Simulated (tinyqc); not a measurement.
Estimate of lattice thermal conductivity from elastic moduli (Slack, Klemens and Cahill formulas): one step, computed by the program tinyqc.

An isotropic solid.

Question. Point defects and grains. High-temperature forms with the classical heat capacity. Klemens: kappa/kappa_0 = arctan(u)/u, u^2 = pi^2 Theta V Gamma kappa_0/(h v_m^2). Grains: 1/kappa_poly = 1/kappa + 1/(C v_m d/3), C = 3 k_B/(n V), the acoustic branches alone.

Inputs (values chosen for the exercise, for a model crystal):
```
quantity                     value        unit
volume per atom V             17.5  angstrom^3
atoms per primitive cell n      10           -
temperature T                 1200           K
disorder parameter Gamma    0.0033           -
grain size d                  1300          nm
```

Grueneisen parameter: from the Poisson ratio.

kappa of the perfect crystal = 0.4192695 W/(m K)

Debye temperature Theta = 161.7554 K

v_m = 1410.571 m/s

Constants: h = 6.62607015e-34 J s; k_B = 1.380649e-23 J/K.

Give: disorder scale u; kappa with point defects; grain-boundary limit; kappa of the polycrystal.

Answer.

disorder scale u = 0.1712

kappa with point defects = 0.4152 W/(m K)

grain-boundary limit = 144.7 W/(m K)

kappa of the polycrystal = 0.4141 W/(m K)

For small u the loss is about u^2/3 = 0.010. Grains remove a further 0 %.
